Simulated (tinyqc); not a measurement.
Reverse leakage of an n+-p junction: diffusion, generation, trap-assisted and band-to-band tunnelling: two steps of the calculation.

One-sided abrupt junction in the depletion approximation, x from the junction (0) to W on the p side, field F = F0 (1 - x/W). Flat quasi-Fermi levels, long p side. Traps generate through SRH with both lifetimes shortened by 1 + Gamma (Hurkx enhancement, form for moderate fields); band-to-band generation is local and needs a total bending above Eg.

Parameters, values chosen for the exercise; band and dielectric values close to those of silicon: temperature T = 300 K; band gap Eg = 1.11 eV; relative permittivity eps_r = 11.5; conduction-band density of states at T Nc = 2.85e19 cm^-3; valence-band density of states at T Nv = 2.61e19 cm^-3; acceptor density of the lighter side Na = 1.5e16 cm^-3; donor density of the heavier side Nd = 5e19 cm^-3; SRH lifetime of both carriers at zero field tau = 9e-7 s; trap level above the intrinsic level Et = 0 eV; tunnelling mass mt = 0.27 m0; electron diffusion coefficient on the lighter side Dn = 3.2 cm^2/s; band-to-band prefactor Ab = 3.5e14 cm^-0.5 V^-2.5 s^-1; band-to-band field constant Bb = 1.87e7 V/cm; reverse bias VR = 1.3 V.

Constants: q = 1.602176634e-19 C, kB = 1.380649e-23 J/K, hbar = 1.054571817e-34 J s, m0 = 9.1093837015e-31 kg, Vt = kB T/q, eps0 = 8.8541878128e-14 F/cm where lengths are in cm. Results are converted to the units shown.

Problem 1. Field, scales and diffusion current. ni = sqrt(Nc Nv) exp(-Eg/(2 Vt)), Eg in volts; Vbi = Vt ln(Na Nd/ni^2); W = sqrt(2 eps0 eps_r (Vbi + VR)/(q Na)); F0 = 2 (Vbi + VR)/W; FG = sqrt(24 mt m0 (kB T)^3)/(q hbar); J_diff = q ni^2 sqrt(Dn/tau)(1 - exp(-VR/Vt))/Na.

Find: ni; Vbi; W; F0; FG; J_diff.

Solution 1.

ni = 1.2947e10 cm^-3
Vbi = 0.93163 V
W = 434.86 nm
F0 = 102.64 kV/cm
FG = 383.31 kV/cm
J_diff = 3.3758e-12 A/cm^2

Problem 2. Generation rates across the layer. u = (Vbi + VR)(1 - x/W)^2, p = Na exp(-u/Vt), n = Nd exp((u - Vbi - VR)/Vt); G0 = ni^2 (1 - exp(-VR/Vt))/(tau (n + p + 2 ni cosh(Et/Vt))); Gamma = 2 sqrt(3 pi)(F/FG) exp((F/FG)^2); trap-assisted part G0 Gamma; G_bb = Ab F^2.5 exp(-Bb/F) with F in V/cm, zero unless Vbi + VR > Eg. 15 equal steps.

ni = 1.2946520e10 cm^-3
Vbi = 0.93163357 V
W = 434.85944 nm
F0 = 102.63701 kV/cm
FG = 383.31186 kV/cm

Wanted: x; F; Gamma; G0; G0 Gamma; G_bb.

Solution 2.

```
point  x (nm)  F (kV/cm)    Gamma  G0 (cm^-3 s^-1)  G0 Gamma (cm^-3 s^-1)  G_bb (1e-53 cm^-3 s^-1)
0        0.00     102.64   1.7663         3.7247e6               6.5788e6                   8.8274
1       28.99      95.79   1.6333        2.5299e11              4.1321e11                   0.0000
2       57.98      88.95   1.5037        3.7824e15              5.6876e15                   0.0000
3       86.97      82.11   1.3770        7.1921e15              9.9035e15                   0.0000
4      115.96      75.27   1.2530        7.1925e15              9.0125e15                   0.0000
5      144.95      68.42   1.1315        7.1925e15              8.1385e15                   0.0000
6      173.94      61.58   1.0122        7.1925e15              7.2805e15                   0.0000
7      202.93      54.74  0.89490        7.1924e15              6.4365e15                   0.0000
8      231.93      47.90  0.77930        7.1641e15              5.5830e15                   0.0000
9      260.92      41.05  0.66521        4.5479e15              3.0253e15                   0.0000
10     289.91      34.21  0.55240        1.7728e14              9.7931e13                   0.0000
11     318.90      27.37  0.44066        5.7487e12              2.5332e12                   0.0000
12     347.89      20.53  0.32976        3.9223e11              1.2934e11                   0.0000
13     376.88      13.68  0.21949        5.7604e10              1.2643e10                   0.0000
14     405.87       6.84  0.10964        1.8222e10               1.9978e9                   0.0000
15     434.86       0.00        0        1.2416e10                      0                   0.0000
```

Range of the model: The n+ side is degenerate, so Vbi from Boltzmann statistics is only a guide.

tinyqc, about 0.01 s, one thread, Intel Xeon 2.30GHz (shared host): `OMP_NUM_THREADS=1 python tinyqc.py 2290047 2290048 out.jsonl`
